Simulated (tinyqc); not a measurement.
# Worked calculation: ballistic Schottky-barrier transistor with a one-dimensional channel, WKB contacts

Program tinyqc, `OMP_NUM_THREADS=1 python tinyqc.py 2390040 2390041 out.jsonl`; Intel Xeon 2.30GHz, shared host, one thread, about 0.04 s. Printed values are rounded.

Source Fermi level 0, drain Fermi level -Vd. Far from the contacts Ec = pn - psi, and the gate moves psi one to one; the band edges relax as exp(-x/lam) from pn at the source and pn - Vd at the drain; Ev = Ec - Eg. A carrier of energy w inside the channel band meets at a contact a barrier of height D (the contact edge beyond the channel edge): T = 1 for w >= D, else exp(-S), S = 4 lam sqrt(m/C) [sqrt(D - w) - sqrt(w) arctan sqrt((D - w)/w)], C = hbar^2/(2 m0). The two contacts combine as Ts Td/(Ts + Td - Ts Td).

Inputs (values chosen for the exercise); channel values close to those of a germanium nanowire:
```
symbol,value,unit,meaning
T,300,K,temperature
Eg,0.66,eV,band gap
pn,0.59,eV,barrier for electrons at both contacts
mn,0.12,m0,electron mass
mp,0.15,m0,hole mass
g,2,,valleys or subbands
lam,2.9,nm,screening length at the contacts
Vd,0.05,V,drain bias
ps,0.81,V,band shift psi of the channel by the gate
w0,0.26,eV,energy of one carrier inside the channel band
wm,0.99,eV,upper end of the grid
nE,15,,points of the grid
```

Constants: q = 1.602176634e-19 C, kB = 1.380649e-23 J/K, hbar = 1.054571817e-34 J s, h = 6.62607015e-34 J s, m0 = 9.1093837015e-31 kg, Vt = kB T/q, hbar^2/(2 m0) = 0.0380998212 eV nm^2. Results are converted to the units shown.

Range of the model: No scattering, image-force lowering, channel charge or band-to-band tunnelling; parabolic kappa overstates S deep in the gap.

## Band edges and barriers

Electrons: Ds = psi, Dd = psi - Vd, Es = Ec, Ed = Ec + Vd. Holes: Ds = -psi, Dd = Vd - psi, Es = -Ev, Ed = -Ev - Vd. The size of each current is taken; both flow from drain to source and add.

Ec = -0.22 eV
Ev = -0.88 eV
D for electrons (eV): source 0.810000, drain 0.760000
D for holes (eV): source -0.810000, drain -0.760000

A negative D is no barrier. Here the electrons carry the larger current.

## Transmission of one of the electrons

S and T at both contacts for w = w0, and the tunnelling distance lam ln(D/w) at the higher barrier.

S at the source = 5.10125
S at the drain = 4.62620
combined T = 0.00376858
tunnelling distance = 3.29542 nm

## Current of the electrons on a coarse grid

I = g (2 q^2/h) int T(w) [f(Es + w) - f(Ed + w)] dw, f(y) = 1/(1 + exp(y/Vt)). Electrons: Ds = psi, Dd = psi - Vd, Es = Ec, Ed = Ec + Vd. Holes: Ds = -psi, Dd = Vd - psi, Es = -Ev, Ed = -Ev - Vd. The size of each current is taken; both flow from drain to source and add. Simpson's rule on nE equally spaced w from 0 to wm.

```
point    w (eV)          Ts          Td           T  size of the supply difference
0      0.000000  8.98196e-9  1.60576e-8  5.76003e-9                     0.00119021
1      0.070714  2.15830e-5  3.75648e-5  1.37076e-5                      0.0179344
2      0.141429  3.32366e-4  5.62414e-4  2.08952e-4                       0.203086
3      0.212143  0.00220355  0.00361941  0.00137155                       0.411594
4      0.282857  0.00936741   0.0149068  0.00578581                      0.0682590
5      0.353571   0.0297566   0.0457706   0.0183641                     0.00484688
6      0.424286   0.0763004    0.113109   0.0477393                     3.16343e-4
7      0.495000    0.165065    0.234922    0.107354                     2.05297e-5
8      0.565714    0.309422    0.420512    0.216925                     1.33182e-6
9      0.636429    0.510349    0.656790    0.402901                     8.63971e-8
10     0.707143    0.744688    0.893235    0.683822                     5.60469e-9
11     0.777857    0.951597           1    0.951597                    3.63583e-10
12     0.848571           1           1           1                    2.35861e-11
13     0.919286           1           1           1                    1.53006e-12
14     0.990000           1           1           1                    9.92569e-14
```

current = 0.0128924 uA

A converged quadrature gives 0.01208 uA; this grid is 6.8 % above that. Under 0.001 % of it passes over both barriers, the rest tunnels. The other carrier adds 3.90e-14 uA.
